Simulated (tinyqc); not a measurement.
From results back to parameters: six-band hole subbands of a thin body in a field. Three cases, with inputs chosen for the exercise.

Problem. Without spin-orbit coupling the masses along a normal n are the inverse eigenvalues of C(n n^T)/c: 1/(g1 - 2 g2) twice and 1/(g1 + 4 g2) on (001); 1/(g1 - 2 g3) twice and 1/(g1 + 4 g3) on (111); on (110) 1/(g1 + g2 - 3 g3), 1/(g1 - 2 g2) and 1/(g1 + g2 + 3 g3). Three masses were computed from hidden g1, g2, g3.

Find: g1, g2, g3; heaviest mass on (110).

Method. The inverse masses on (001) differ by 6 g2, which gives g2 and g1; g3 = (g1 - 1/m(111))/2.

Case 1.

heavy and light mass on (001) (m0): 0.204918  0.033047

heavy mass on (111) = 0.526316 m0

Solution.

g1, g2, g3: 13.34  4.23  5.72

heaviest mass on (110) = 2.44 m0

Case 2.

heavy and light mass on (001) (m0): 0.276243  0.176678

heavy mass on (111) = 0.714286 m0

Solution.

g1, g2, g3: 4.30  0.34  1.45

heaviest mass on (110) = 3.45 m0

Case 3.

heavy and light mass on (001) (m0): 0.203666  0.033014

heavy mass on (111) = 0.487805 m0

Solution.

g1, g2, g3: 13.37  4.23  5.66

heaviest mass on (110) = 1.61 m0

Computed by tinyqc, one run a case: `OMP_NUM_THREADS=1 python tinyqc.py N N+1 out.jsonl` with N = 1252418, 1252502, 1252504; one thread of a shared Intel(R) Xeon(R) Processor @ 2.30GHz, about 0.4 s a run at most.
